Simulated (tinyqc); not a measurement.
What each parameter does: shallow donor in an anisotropic valley (effective-mass theory).

One valley: H = -c [(d2/dx2 + d2/dy2)/mt + (d2/dz2)/ml] - q/(eps r), c = hbar^2/2m0, q = e^2/(4 pi eps0). Trial function exp(-sqrt((x^2 + y^2)/a^2 + z^2/b^2)) with a > b: T = (c/3)(2/(mt a^2) + 1/(ml b^2)), V = -(q/eps) atan(u/b)/u, u = sqrt(a^2 - b^2). The central cell of the impurity is left out.

Constants: hbar^2/2m0 = 3.80998211 eV angstrom^2; e^2/(4 pi eps0) = 14.39964547 eV angstrom.

Values chosen for the exercise (out of a larger set: near those of 3C SiC; not measured data): ml = 0.665 m0 (longitudinal mass); mt = 0.257 m0 (transverse mass); eps = 9.9 (dielectric constant).

The minimum of the trial energy.

One parameter was then changed.

Results before and after:
```
case     E (meV)  a (angstrom)  b (angstrom)    b/a
base      -47.62         16.92         12.08  0.714
changed   -50.56         16.27         10.74  0.660
```

Which of these changes was made? (a) ml = 0.831 m0; (b) mt = 0.283 m0; (c) eps = 8.9.
Answer: (a) ml = 0.831 m0. Of the candidates, run in turn, only this one gives the changed row.

All candidates:
```
case           E (meV)  a (angstrom)  b (angstrom)    b/a
base            -47.62         16.92         12.08  0.714
ml = 0.831 m0   -50.56         16.27         10.74  0.660
mt = 0.283 m0   -51.05         15.63         11.55  0.739
eps = 8.9       -58.92         15.21         10.86  0.714
```

eps only rescales the solution (E as 1/eps^2, lengths as eps), so b/a depends on ml/mt alone.

Computed by tinyqc, a small Python program: `OMP_NUM_THREADS=1 python tinyqc.py 1250183 1250184 out.jsonl` (the numbers bound the seed that draws the inputs); one thread of a shared host (Intel(R) Xeon(R) Processor @ 2.30GHz), about 0.01 s for the whole set of steps.
